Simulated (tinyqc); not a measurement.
## Channel mobility from two channel lengths

Question. Two power MOSFETs differ only in channel length: R_on = R_rest + Lc (Wp + a)/(2 mch Cox Vov), Cox = 3.9 eps0/tox. Find mch and R_rest.

Inputs (values chosen for the exercise): gate oxide thickness (eps_r 3.9) tox = 30 nm; gate overdrive Vov = 11 V; width of the p body in one cell, channels included Wp = 6.1 um; gap between neighbouring p bodies a = 4.2 um.

Constants: eps0 = 8.8541878128e-14 F/cm where lengths are in cm. Results are converted to the units shown.

R_on at Lc = 0.68 and 1.6 um (mohm cm^2): 3.2063470  4.7031694

Answer. R_on is a straight line in Lc; its slope gives mch and its intercept the rest.

mch = 25.00 cm^2/(V s)
R_rest = 2.100 mohm cm^2

Program tinyqc, `OMP_NUM_THREADS=1 python tinyqc.py 2230112 2230113 out.jsonl`; Intel Xeon 2.30GHz, shared host, one thread, about 0.01 s.
